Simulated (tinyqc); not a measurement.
First phase against the interface composition: thermodynamics of metal silicides: hull, first phase, silicon consumed, nucleation and stability against SiO2. Computed by tinyqc, a small Python program. Command: `OMP_NUM_THREADS=1 python tinyqc.py 3009113 3009114 out.jsonl silphase walk`. One thread of a shared host (Intel(R) Xeon(R) Processor @ 2.30GHz), about 0.01 s of CPU time with the checks.

Entropies of formation of the solids are neglected, so heats stand for free energies. Si fractions: M5Si3 0.3750, MSi 0.5000, MSi2 0.6667.

Inputs (values chosen for the exercise, for a model metal): heat of formation of M5Si3 = -71.2 kJ/mol atoms; heat of formation of MSi = -74.7 kJ/mol atoms; heat of formation of MSi2 = -54.9 kJ/mol atoms.

Phases: M5Si3, MSi, MSi2.

Method. Effective heat of formation: at the interface the mixture has the Si fraction x_e; the limiting element scales the heat, H_eff = H x_e/x if x_e < x, H (1 - x_e)/(1 - x) otherwise. The rule names the most negative as the first phase; its restriction to congruently melting phases is left out here.

H_eff (kJ/mol atoms):
```
x_e     M5Si3      MSi     MSi2  first phase
0.10  -18.987  -14.940   -8.235        M5Si3
0.20  -37.973  -29.880  -16.470        M5Si3
0.30  -56.960  -44.820  -24.705        M5Si3
0.36  -68.352  -53.784  -29.646        M5Si3
0.42  -66.074  -62.748  -34.587        M5Si3
0.48  -59.238  -71.712  -39.528          MSi
0.54  -52.403  -68.724  -44.469          MSi
0.60  -45.568  -59.760  -49.410          MSi
0.66  -38.733  -50.796  -54.351         MSi2
0.75  -28.480  -37.350  -41.175         MSi2
```

Each phase is a triangle with its apex at its own composition. In order of x_e the first phase is M5Si3, then MSi, then MSi2. On either side of all three the ranking is that of H/x (Si-poor) or H/(1 - x) (Si-rich).
